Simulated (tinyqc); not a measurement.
Convergence with the mesh: Koster-Slater impurity in an sp3s* host.

sp3s* tight binding, nearest neighbours only: anion (a) at 0, cation (c) at a/4 (1,1,1), orbitals s, px, py, pz, s* on each; k in units of 2 pi/a. With phases e_j = exp(i (pi/2) k.n_j) for n = (1,1,1), (1,-1,-1), (-1,1,-1), (-1,-1,1): g0 = (e1+e2+e3+e4)/4, g1 = (e1+e2-e3-e4)/4, g2 = (e1-e2+e3-e4)/4, g3 = (e1-e2-e3+e4)/4. The diagonal holds the levels Esa, Epa, Exa (s*) and Esc, Epc, Exc. Anion-cation block: <sa|sc> = Vss g0; <sa|xc> = Vsapc g1; <xa|sc> = -Vscpa g1; <xa|xc> = Vxx g0; <xa|yc> = <ya|xc> = Vxy g3, <xa|zc> = <za|xc> = Vxy g2, <ya|zc> = <za|yc> = Vxy g1; <s*a|xc> = Vxapc g1; <xa|s*c> = -Vpaxc g1; y and z take g2 and g3 in place of g1; s-s* and s*-s* vanish.

A defect on an anion site (a) shifts the s level there by Vs or the three p levels by Vp and leaves the rest. A level in the gap solves 1/Vs = G_s(E) (symmetry A1) or 1/Vp = G_p(E) (T2, threefold), with G(E) = (1/N^3) sum over k and bands of w/(E - e), where w is the weight of the state on the s orbital of that site, or the mean weight on its px, py, pz. Mesh: k = f1 (-1,1,1) + f2 (1,-1,1) + f3 (1,1,-1), f = (j + 1/2)/N, j = 0 to N - 1. Energies from the top of the valence band at Gamma; the s* orbital of the site is left as it is. An infinite shift removes the s or p orbitals, the model of the ideal vacancy: G(E) = 0.

Parameters, chosen for this exercise (out of a larger set: near a published set for SiC; not measured data): p = (-8.441, 2.134, -4.85, 4.352, 9.576, 9.346, -12.395, 3.018, 5.935, 9.379, 9.115, 8.765, 4.44) eV (order Esa, Epa, Esc, Epc, Exa, Exc, Vss, Vxx, Vxy, Vsapc, Vscpa, Vxapc, Vpaxc); V = -8.7 eV (shift of the s level).

Eg (smallest gap of the host) = 2.17328 eV

The same level (G_s = 1/V) on meshes of growing size; a dash: no level from 0 to Eg.

Mesh:

| N | points | G_s(Eg/2) (1/eV) | level (eV) |
|---|---|---|---|
| 2 | 8 | -0.08454 | 1.3987 |
| 3 | 27 | -0.08538 | 1.3721 |
| 4 | 64 | -0.08543 | 1.3700 |
| 6 | 216 | -0.08543 | 1.3699 |
| 8 | 512 | -0.08543 | 1.3699 |

Against N = 8, G at mid-gap is off by +0.00089 at N = 2 and 0.00000 1/eV at N = 6; the level moves by 0.0 meV from N = 6 to 8. Errors in G are magnified in the level by 1/|dG/dE|, and a level near a band edge needs the finest mesh, since the sum there is ruled by few points.

Program tinyqc; command `OMP_NUM_THREADS=1 python tinyqc.py 1480467 1480468 out.jsonl`; about 0.1 s on one thread of a shared Intel(R) Xeon(R) Processor @ 2.30GHz.
